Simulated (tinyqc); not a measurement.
# Sheet resistance and Hall data of a diffused or implanted layer, step by step

A worked calculation. Computed by tinyqc, a small Python program that keeps every step. Command: `OMP_NUM_THREADS=1 python tinyqc.py 3011507 3011508 out.jsonl layer walk`. One thread of a shared host (Intel(R) Xeon(R) Processor @ 2.30GHz), about 0.01 s of CPU time with the checks. Intermediate numbers are printed to about 5 digits and carried at full precision; extremes and crossings named in words are read from the listed rows.

Carriers are taken equal to the net active doping down to the junction (full ionisation, which deep dopants in wide-gap hosts do not reach; no spill-over, no depletion), and the Hall factor is 1.

Inputs (values chosen for the exercise, modelled on phosphorus in silicon):
```
quantity                                 value        unit
mu_min                                    70.7  cm^2/(V s)
mu_max                                    1410  cm^2/(V s)
N_ref                                  9.2e+16      1/cm^3
exponent alpha                            0.72           -
peak concentration N_0                   1e+21      1/cm^3
length scale l                            1000          nm
background doping N_B (opposite type)  1.3e+16      1/cm^3
probe current I                              1          mA
magnetic field B                           0.3           T
solubility limit N_s                     3e+20      1/cm^3
```

Profile: complementary error function. Activation: limited by solubility.

Constants: e = 1.602176634e-19 C.

## Dose and junction depth

N(x) = N_0 erfc(x/l), dose N_0 l/sqrt(pi), junction x_j = l erfc^-1(N_B/N_0).

dose = 5.6419e+16 1/cm^2

junction depth x_j = 3083.1 nm

## Profile

Mobility mu = mu_min + (mu_max - mu_min)/(1 + (N_t/N_ref)^alpha), N_t = active doping + N_B; carriers n = active doping - N_B, active doping min(N, N_s). sigma = e n mu.

Depth, doping, carriers, mobility and conductivity at 2, 10, 20, 35, 50, 65, 80, 90 and 98 % of the layer:
```
x (nm)  N (1/cm^3)  n (1/cm^3)  mu (cm^2/(V s))  sigma (S/cm)
61.7    9.3051e+20  2.9999e+20            74.64    3.5877e+03
308.3   6.6283e+20  2.9999e+20            74.64    3.5877e+03
616.6   3.8320e+20  2.9999e+20            74.64    3.5877e+03
1079.1  1.2700e+20  1.2699e+20            78.01    1.5871e+03
1541.5  2.9254e+19  2.9241e+19            91.51    4.2870e+02
2004.0  4.5960e+18  4.5830e+18           146.18    1.0733e+02
2466.4  4.8650e+17  4.7350e+17           376.42    2.8556e+01
2774.8  8.7057e+16  7.4057e+16           720.12    8.5443e+00
3021.4  1.9294e+16  6.2944e+15           981.42    9.8974e-01
```

The mobility varies by a factor 13.1 across these points and the conductivity by 3620.

## Sheet values

Integrals from x_0 (0 unless stated) to x_j by the midpoint rule on 400 even intervals: 1/R_s = e int n mu dx; sheet density n_s = int n dx; Hall sheet density (int n mu dx)^2/int n mu^2 dx; Hall mobility int n mu^2 dx/int n mu dx. Mean conductivity 1/(R_s x_j); mean mobility 1/(e n_s R_s).

sheet resistance R_s = 2.4709 ohm

sheet density n_s = 3.2969e+16 1/cm^2

mean mobility = 76.616 cm^2/(V s)

Hall sheet density = 3.2293e+16 1/cm^2

Hall mobility = 78.221 cm^2/(V s)

mean conductivity 1/(R_s x_j) = 1312.7 S/cm

Carriers amount to 58.4 % of the dose, the rest being above the solubility limit or compensated. A Hall measurement weights the mobile tail and reports 97.9 % of n_s.

## What the probes read

Collinear four-point probe on a large thin layer: V = I R_s ln(2)/pi. Van der Pauw on a symmetric sample: R = R_s ln(2)/pi as well. Hall voltage V_H = I B/(e x Hall sheet density); tangent of the Hall angle V_H/(I R_s).

four-point voltage = 0.54518 mV

Hall voltage = 0.0057984 mV

tangent of the Hall angle = 0.0023466

## Shortcuts against the integral

Shortcuts: R_s = 1/(e Q mu) with the dose Q and the mobility at the (active) peak concentration; 1/(e n_s mu) with mu at N_t = n_s/x_j + N_B; 1/(e Q mu_max).

Sheet resistances:
```
method                                   R_s (ohm)  deviation (%)
integral                                    2.4709          0.000
dose, mobility at the peak                  1.4821        -40.020
n_s, mobility at the mean concentration     2.3975         -2.972
dose, mu_max                                0.0785        -96.825
```

The closest shortcut is «n_s, mobility at the mean concentration» (-3.0 %). Counting inactive dopants as carriers underestimates R_s.

## Stripping the layer step by step

After removing a depth d the integrals start at d. Differences between neighbouring rows give the local conductivity -d(1/R_s)/dx at the middle of the slice (the last slice uses one more step, not listed).

Differential sheet resistance:
```
removed d (nm)  R_s (ohm)  slice conductivity (S/cm)  sigma at mid-slice (S/cm)
0                    2.47                     3587.6                     3587.7
310                  3.41                     3587.6                     3587.7
620                  5.49                     3156.6                     3277.7
930                 11.85                     1597.1                     1562.9
1240                28.65                      682.9                      662.3
1550                72.80                      271.2                      261.4
1860               187.60                      107.8                      104.0
2170               502.51                       44.6                       43.4
```

R_s doubles after removing between 310 and 620 nm of a layer 3080 nm deep, so half the current flows above that depth. Where sigma exceeds a tenth of its largest listed value, the slice values agree with it within 4 %.

Checks made by the program: conductance integral against adaptive quadrature (relative difference 4e-06).
